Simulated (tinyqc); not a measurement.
Floating body of a partially depleted SOI transistor: body voltage and kink: transfer curve and swing.

Source at 0 V. Channel current Ic = 2 nf K Vt^2 [F(0) - F(Vd)](1 + la Vd), F(V) = ln^2(1 + exp((Vg - VT - nf V)/(2 nf Vt))), VT = VT0 - gb Vb. Saturation voltage Vs = 2 Vt sqrt(F(0)) + 3 Vt, excess Ve = (Vd - Vs + sqrt((Vd - Vs)^2 + 0.0004 V^2))/2, multiplication M1 = Ai Ve exp(-Bl/Ve). Each junction passes D(v) = J1 (exp(v/Vt) - 1) + J2 (exp(v/(2 Vt)) - 1). Bipolar current Ib = bb J1 (exp(Vb/Vt) - 1). The body settles where M1 (Ic + Ib) = D(Vb) + D(Vb - Vd) + Vb/Rb; drain current Id = (1 + M1)(Ic + Ib) - D(Vb - Vd).

Rows with more than one solution for Vb (latch) are left out; dId/dVd by a forward difference over 1e-4 V, swing = 1e-4 V over the change of log10 Id; M1 under 1e-12 is printed as 0.

Values chosen for this exercise; values of the order met in partially depleted silicon-on-insulator transistors:
```
symbol,value,unit,meaning
T,300,K,temperature
VT0,0.43,V,threshold at zero body voltage
gb,0.18,,fall of the threshold per volt of body voltage
nf,1.27,,slope factor
K,240,uA/(V^2 um),gain factor per width
la,0.09,1/V,channel-length modulation factor
Ai,3.88,1/V,impact-ionisation prefactor
Bl,6.4,V,impact-ionisation voltage
J1,6.5e-12,uA/um,diffusion saturation current of each junction
J2,2e-8,uA/um,recombination saturation current of each junction
bb,0,,gain of the lateral bipolar transistor on the diffusion current
Rb,1e9,kohm um,"resistance of a weak body tie to the source (1e9 stands for no tie, and the term is then dropped)"
Vd,2.3,V,drain voltage
```

Constants: q = 1.602176634e-19 C, kB = 1.380649e-23 J/K, Vt = kB T/q. Results are converted to the units shown.

Result of one run:

| Vb (V) | M1 | Id, floating (uA/um) | Id, grounded (uA/um) | ratio | swing, floating (mV/decade) | swing, grounded (mV/decade) |
|---|---|---|---|---|---|---|
| 0.1893 | 0.4842 | 2.315e-6 | 8.334e-7 | 2.778 | 56.06 | 77.50 |

Which gate voltage Vg gave this result: -0.02, 0.28, 0.38, 0.58 or 0.68 V?

Vg = -0.02 V.

The whole series:

| Vg (V) | Vb (V) | M1 | Id, floating (uA/um) | Id, grounded (uA/um) | ratio | swing, floating (mV/decade) | swing, grounded (mV/decade) |
|---|---|---|---|---|---|---|---|
| -0.02 | 0.1893 | 0.4842 | 2.315e-6 | 8.334e-7 | 2.778 | 56.06 | 77.50 |
| 0.08 | 0.3772 | 0.4836 | 1.335e-4 | 1.706e-5 | 7.830 | 59.97 | 75.88 |
| 0.18 | 0.4947 | 0.4806 | 0.004977 | 3.520e-4 | 14.14 | 67.14 | 76.46 |
| 0.28 | 0.5801 | 0.4667 | 0.1184 | 0.006845 | 17.29 | 81.71 | 79.44 |
| 0.38 | 0.6392 | 0.4290 | 1.199 | 0.1060 | 11.32 | 127.7 | 91.53 |
| 0.48 | 0.6730 | 0.3750 | 4.847 | 0.9250 | 5.240 | 216.1 | 129.1 |
| 0.58 | 0.6922 | 0.3200 | 11.43 | 3.866 | 2.957 | 332.1 | 205.2 |
| 0.68 | 0.7039 | 0.2692 | 20.56 | 9.610 | 2.140 | 460.8 | 311.8 |
| 0.78 | 0.7114 | 0.2236 | 31.90 | 17.94 | 1.778 | 594.5 | 434.4 |

Vb rises from 0.189 to 0.711 V. The smallest swing among the rows is 56.1 mV a decade with a floating body (at Vg = -0.02 V) and 75.9 with a grounded one; Vt ln 10 = 59.5. The floating swing is smaller by more than 3 % for Vg = -0.02, 0.08, 0.18 V, where the rising Vb lowers the threshold as Vg rises. In the first row the floating body raises the current by a factor of 2.78.

Range of the model: The multiplication law is an empirical form chosen for the exercise; self-heating and capacitive coupling to the body are left out, and the linear laws are rough once Vb passes about 0.7 V or M1 about 0.1.

Computed by the program tinyqc: `OMP_NUM_THREADS=1 python tinyqc.py 2182182 2182183 out.jsonl`, one thread of a shared Intel Xeon 2.30GHz, about 0.2 s for the whole run.
